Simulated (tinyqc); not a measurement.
Convergence with the mesh: density of states of one tight-binding band on the simple cubic lattice.

E(k) = -2 t (c1 + c2 + c3) - 4 t2 (c1 c2 + c2 c3 + c3 c1) with ci = cos(2 pi ki); k in fractions of the reciprocal vectors, mesh k_i = j/N with j = 0 .. N-1. Densities are per cell and per spin, so the band holds one state.

Each cube of the mesh, corners numbered 0 to 7 as the binary number (i j l), is cut into six tetrahedra around the diagonal 0-7: 0137, 0157, 0237, 0267, 0457, 0467. For corner energies e1 <= e2 <= e3 <= e4 and eij = ei - ej, the share of the tetrahedron below E is n = (E - e1)^3/(e21 e31 e41) for e1 < E < e2; n = [e21^2 + 3 e21 x + 3 x^2 - (e31 + e42) x^3/(e32 e42)]/(e31 e41) with x = E - e2 for e2 < E < e3; n = 1 - (e4 - E)^3/(e41 e42 e43) for e3 < E < e4; its density of states is g = dn/dE.

Gaussian broadening: g(E) = mean over the mesh of exp(-(E - E_k)^2/(2 sigma^2))/(sigma sqrt(2 pi)), n(E) = mean of erfc((E_k - E)/(sigma sqrt 2))/2.

Values chosen for the exercise: t = 2.35 eV (nearest hopping); t2 = 0 eV (second hopping); E = 4.87 eV (energy at which the density is wanted); sigma = 1.175 eV (Gaussian width).

At the energy E; the plain count is the share of mesh points below E; the reference is the linear method with N = 36.

Results:

| N | points | g linear | n linear | g Gaussian | n Gaussian | n plain count |
|---|---|---|---|---|---|---|
| 4 | 64 | 0.0513 | 0.8422 | 0.0788 | 0.7869 | 0.8906 |
| 6 | 216 | 0.0515 | 0.8184 | 0.0516 | 0.7913 | 0.8472 |
| 8 | 512 | 0.0519 | 0.8091 | 0.0507 | 0.7901 | 0.8301 |
| 12 | 1728 | 0.0520 | 0.8021 | 0.0511 | 0.7882 | 0.8200 |
| 16 | 4096 | 0.0519 | 0.7995 | 0.0510 | 0.7881 | 0.8049 |
| 20 | 8000 | 0.0520 | 0.7983 | 0.0510 | 0.7881 | 0.8011 |

reference n and g: 0.7968  0.0530

What does the comparison show?

The linear n(E) stays within 0.002 of the reference from N = 20 on. The Gaussian g stays within 1 % of its last value from N = 8 on; it tends to the broadened curve, not the true one. At the last mesh it lies -0.002 1/eV from the reference g and the linear g -0.001. The plain count errs by +0.0043 at the last mesh.

(tinyqc, `OMP_NUM_THREADS=1 python tinyqc.py 1652170 1652171 out.jsonl`, Intel(R) Xeon(R) Processor @ 2.30GHz, 1 thread, shared host, about 0.2 s.)
